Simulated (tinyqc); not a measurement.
From results back to parameters: band offset of a heterojunction with an interface dipole (two-band chains, self-consistent charge). Three cases, with inputs chosen for the exercise.

Problem. D0 is the offset of the mid-gaps without dipole, chi the charge moved per eV of offset and u the potential step per electron moved. In linear response the valence offset is S D0 - (G2 - G1)/2 with S = 1/(1 + u chi/2). Two interfaces between the same crystals differ in D0 by a known amount, as from a layer of fixed dipoles; their offsets come from hidden S and D0.

Find: S; D0 of the first; u.

Method. S is the change of the offset over the change of D0; then D0 = (offset + (G2 - G1)/2)/S and u = 2 (1/S - 1)/chi.

Case 1.

Values chosen (out of a larger set: gaps near those of GaAs and AlAs; the chains and D0 are free models, so the offsets are not those of the real pair; not measured data): G1 = 1.47 eV (gap on the left); G2 = 2.16 eV (gap on the right).

chi = 0.29330 1/eV

valence offsets (eV): first -0.70380, second -0.07460

D0(second) - D0(first) = 1.21 eV

Solution.

S = 0.520
D0 of the first = -0.69 eV
u = 6.3 eV

Case 2.

Values chosen (out of a larger set: gaps near those of SiC and SiO2; the chains and D0 are free models, so the offsets are not those of the real pair; not measured data): G1 = 3.12 eV (gap on the left); G2 = 9.02 eV (gap on the right).

chi = 0.05172 1/eV

valence offsets (eV): first -3.44206, second -2.49964

D0(second) - D0(first) = 1.13 eV

Solution.

S = 0.834
D0 of the first = -0.59 eV
u = 7.7 eV

Case 3.

Values chosen (out of a larger set: gaps near those of InGaAs and InP; the chains and D0 are free models, so the offsets are not those of the real pair; not measured data): G1 = 0.73 eV (gap on the left); G2 = 1.37 eV (gap on the right).

chi = 0.51204 1/eV

valence offsets (eV): first -0.56240, second -0.19274

D0(second) - D0(first) = 1.22 eV

Solution.

S = 0.303
D0 of the first = -0.80 eV
u = 9.0 eV

Computed by tinyqc, one run a case: `OMP_NUM_THREADS=1 python tinyqc.py N N+1 out.jsonl` with N = 1450031, 1450034, 1450052; one thread of a shared Intel(R) Xeon(R) Processor @ 2.30GHz, about 0.5 s a run at most.
